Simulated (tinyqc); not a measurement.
Inside a calculation: valley splitting of a silicon quantum well in envelope theory. Values are carried at full precision from step to step, so a last printed digit may differ when a step is redone from the rounded ones.

Constants: hbar^2/2m0 = 3.80998211 eV angstrom^2; kB = 8.617333262e-05 eV/K.

Parameters, chosen for this exercise (near those of a strained Si well in SiGe; shifted at random, so the results belong to these values and not to a real crystal):
- k0 = 0.832 2 pi/a (valley position)
- a = 5.431 angstrom (lattice constant)
- ml = 0.927 m0 (mass along z)
- F = 4.9 mV/nm (field pressing towards the upper interface)
- w = 0.6 angstrom (interface width parameter)
- L = 62 angstrom (well width)
- V0 = 0.19 eV (conduction offset)
- C0 = 0.259 (Bloch overlap factor)
- Yb = 0.29 (Ge share of the barrier)
- Yw = 0 (Ge share of the well)
- ad = 100 angstrom (dot radius)

## Wave number and lengths

q = 2 k0 (2 pi/a), its wavelength, the field length (c/(ml e F))^(1/3) with c = hbar^2/2m0 and 1 mV/nm = 1e-4 eV/angstrom, and the damping factor y/sinh(y), y = pi q w, of a step smoothed as 1/(1 + exp(z/w)).

q = 1.9251 1/angstrom
wavelength = 3.264 angstrom
field length = 20.3 angstrom
damping factor = 0.193

## The envelope

The well lies at 0 < z < L; U(z) = V0 [1/(1 + exp(z/w)) + 1/(1 + exp((L - z)/w))] - e F z, 1 mV/nm = 1e-4 eV/angstrom. The envelope psi solves -(c/ml) psi'' + U psi = E psi, c = hbar^2/2m0, by three-point differences on a grid of 0.1 angstrom from -40 to L + 40 angstrom. The two valleys at +/- k0 couple through D = C0 times the integral of exp(-i q z) U(z) psi^2, q = 2 k0 (2 pi/a), and split by Ev = 2|D|.

Two lowest levels, mean position, and psi^2 at both interfaces.

levels (meV): [-8.73, 17.22]

<z> = 37.3 angstrom
psi^2 at z = 0 and L (1/angstrom): [0.000324, 0.00277]

The field makes psi^2 at the upper interface 8.54 times that at the lower one. The orbital spacing is 26.0 meV.

## Contributions to the coupling

Split D into the lower barrier, the upper barrier and the field term.

Parts of D (micro-eV):
```
part            real  imaginary    size
lower barrier  1.220      1.174   1.693
upper barrier  9.927    -10.485  14.439
field term     0.049     -0.037   0.062
```

## Valley splitting and phase

The inter-valley coupling D is the sum of the complex parts; Ev = 2|D|, the valley phase is arg D, and kB T equals Ev at T = Ev/kB.

Ev = 29.2 micro-eV
phase = -0.70 rad
T = 0.34 K

The upper barrier gives the largest part.

## Alloy disorder

Random alloy: with Y(z) = Yw + (Yb - Yw) B(z), B the bracket in U, and in-plane density exp(-r^2/ad^2)/(pi ad^2), D gains a random complex part of variance sigma^2 = (C0^2/pi)(a^2 V0/(8 ad (Yb - Yw)))^2 (4/a) times the integral of psi^4 Y (1 - Y). Alone it gives a mean splitting sqrt(pi) sigma; together with the smooth part the rms splitting is 2 sqrt(|D|^2 + sigma^2).

Give the integral, sigma, the mean splitting from disorder alone and the rms total.

integral = 3.33e-06 1/angstrom
sigma = 5.5 micro-eV
sqrt(pi) sigma = 9.8 micro-eV
rms splitting = 31.2 micro-eV

|D|/sigma = 2.64: the smooth part dominates, and the splitting scatters from dot to dot by about sqrt2 sigma, 27 % of Ev; this needs interfaces sharper than most grown wells have.

## Checks

- Lowest level for sharp walls and no field against the square well, meV: both 8.0.
- Size of one barrier part in that case against C0 V0 psi(0)^2/sqrt(q^2 + 4 kappa^2), micro-eV: both 29.

Run: tinyqc, `OMP_NUM_THREADS=1 python tinyqc.py 1252501 1252502 out.jsonl`; Intel(R) Xeon(R) Processor @ 2.30GHz, one thread, shared host; about 0.06 s of CPU time with all checks.
